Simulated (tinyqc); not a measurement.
## Threshold-voltage variability of a planar MOSFET, analytic estimates: effect of the channel doping

Three independent sources add in quadrature: random dopants in the depleted layer, metal-gate grains of two orientations, and roughness of the two gate edges acting through the roll-off VT = VT(long) - Vr exp(-L/l). These are first-order estimates: no three-dimensional electrostatics, no percolation.

ni = sqrt(Nc Nv) exp(-Eg/(2 Vt)), Eg in volts; Cox = 3.9 eps0/ti; Wd = sqrt(4 eps0 eps_r Vt ln(Na/ni)/(q Na)); dopants: s1 = (q/Cox) sqrt(Na Wd/(3 L W)). Grains: Ng = L W/G^2 (at least 1), s2 = dW sqrt(p (1 - p)/Ng). Edges, with exponential correlation and u = W/La: the mean gate length has sL^2 = 2 De^2 (2/u)[1 - (1 - exp(-u))/u]; s3 = sL (Vr/l) exp(-L/l). s = sqrt(s1^2 + s2^2 + s3^2). l and Vr are held fixed.

Inputs (values chosen for the exercise); material values close to those of silicon:
- T = 293 K (temperature)
- Eg = 1.1 eV (band gap)
- eps_r = 11.8 (relative permittivity of the semiconductor)
- Nc = 2.75e19 cm^-3 (conduction-band density of states at T)
- Nv = 2.58e19 cm^-3 (valence-band density of states at T)
- ti = 2 nm (oxide-equivalent thickness in inversion)
- L = 20 nm (gate length)
- W = 80 nm (gate width)
- G = 10 nm (metal grain size)
- dW = 0.1 eV (work-function difference of the two grain orientations)
- p = 0.6 (share of the orientation of higher work function)
- De = 1.3 nm (rms roughness of one gate edge)
- La = 30 nm (correlation length of the roughness)
- l = 4.6 nm (decay length of the threshold roll-off)
- Vr = 1.9 V (prefactor of the roll-off)

Constants: q = 1.602176634e-19 C, kB = 1.380649e-23 J/K, Vt = kB T/q, eps0 = 8.8541878128e-14 F/cm where lengths are in cm. Results are converted to the units shown.

The same in every row: s2 (mV) = 12.25; s3 (mV) = 6.864.

Results:
```
Na (cm^-3)  s1 (mV)  s (mV)  s sqrt(L W) (mV um)
1.5e17        15.16   20.66               0.8264
2.6e17        17.53   22.46               0.8985
4.7e17        20.51   24.85               0.9940
1.5e18        27.84   31.18                1.247
2.6e18        32.18   35.11                1.404
4.5e18        37.17   39.73                1.589
8e18          43.22   45.44                1.818
```

Estimate the missing row, Na = 8.2e17 cm^-3.

Computed row:
```
Na (cm^-3)  s1 (mV)  s (mV)  s sqrt(L W) (mV um)
8.2e17        23.75   27.59                1.104
```

With this row back in the table: As Na goes from 1.5e17 to 8e18 cm^-3, s rises from 20.7 to 45.4 mV. The dopants are the largest source in the first and the last row. s1 goes on average as Na^(0.26), near the 1/4 expected from Na Wd. For Na = 1.5e17 to 2.6e18 cm^-3 the depletion depth exceeds L, so source and drain share much of the charge and s1 is rough.

Numbers from tinyqc (`OMP_NUM_THREADS=1 python tinyqc.py 2090157 2090158 out.jsonl`; about 0.01 s on one thread of a shared Intel Xeon 2.30GHz).
